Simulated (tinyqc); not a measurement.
From results back to parameters: propagation of a band-gap error through k.p and effective-mass formulas. Three cases, with inputs chosen for the exercise.

Problem. A calculation returned the electron mass below. With 1/me = 1 + Ep (E + 2 Dso/3)/(E (E + Dso)) and the given Ep and Dso, which gap E did it have, and by what factor is exp(-E/2kT) off against the gap Eg?

Constants: kB = 8.617333262e-05 eV/K.
Find: X = 1/me - 1; E; log10 of the factor.
Method. X E^2 + (X Dso - Ep) E - (2/3) Ep Dso = 0 has one positive root; the factor is exp((Eg - E)/2kT).

Case 1.

Values chosen (reference values near those of GaAs, gap at low temperature; the results hold for these values, not for the real material): Eg = 1.511 eV (gap at Gamma to the s-like level); Dso = 0.342 eV (spin-orbit splitting); Ep = 25.4 eV (Kane energy); T = 400 K (temperature).

me = 0.0298249 m0

Solution.

X = 1/me - 1 = 32.529
E = 0.695 eV
log10 of the factor = 5.14

Case 2.

Values chosen (reference values near those of GaSb, gap at low temperature; the results hold for these values, not for the real material): Eg = 0.825 eV (gap at Gamma to the s-like level); Dso = 0.765 eV (spin-orbit splitting); Ep = 26.5 eV (Kane energy); T = 400 K (temperature).

me = 0.0170497 m0

Solution.

X = 1/me - 1 = 57.652
E = 0.355 eV
log10 of the factor = 2.96

Case 3.

Values chosen (reference values near those of GaAs, gap at low temperature; the results hold for these values, not for the real material): Eg = 1.541 eV (gap at Gamma to the s-like level); Dso = 0.337 eV (spin-orbit splitting); Ep = 25.3 eV (Kane energy); T = 77 K (temperature).

me = 0.0208061 m0

Solution.

X = 1/me - 1 = 47.063
E = 0.462 eV
log10 of the factor = 35.31

Computed by tinyqc, one run a case: `OMP_NUM_THREADS=1 python tinyqc.py N N+1 out.jsonl` with N = 1880784, 1880806, 1880818; one thread of a shared Intel(R) Xeon(R) Processor @ 2.30GHz, about 0.01 s a run at most.
